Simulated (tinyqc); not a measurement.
## Doping and voltage from widths and field

Problem. In the depletion approximation an abrupt p-n junction has a triangular field: peak E = q Nd xn/(eps0 eps_r) = q Na xp/(eps0 eps_r), W = xn + xp, and Vbi - V = E W/2. Find Nd, Na and Vbi - V.

Inputs (values chosen for the exercise):

| symbol | value | unit | meaning |
|---|---|---|---|
| eps_r | 8.81 |  | relative permittivity |

Constants: q = 1.602176634e-19 C, eps0 = 8.8541878128e-14 F/cm where lengths are in cm. Results are converted to the units shown.

W = 1656.3619 nm
peak field = 93.541225 kV/cm
xn = 85.929330 nm

Answer. Gauss's law on each side gives its doping from the peak field and its width; the voltage is the area of the triangle.

Nd = 5.300e16 cm^-3
Na = 2.900e15 cm^-3
Vbi - V = 7.747 V

Program tinyqc, `OMP_NUM_THREADS=1 python tinyqc.py 2000026 2000027 out.jsonl`; Intel Xeon 2.30GHz, shared host, one thread, about 0.02 s.
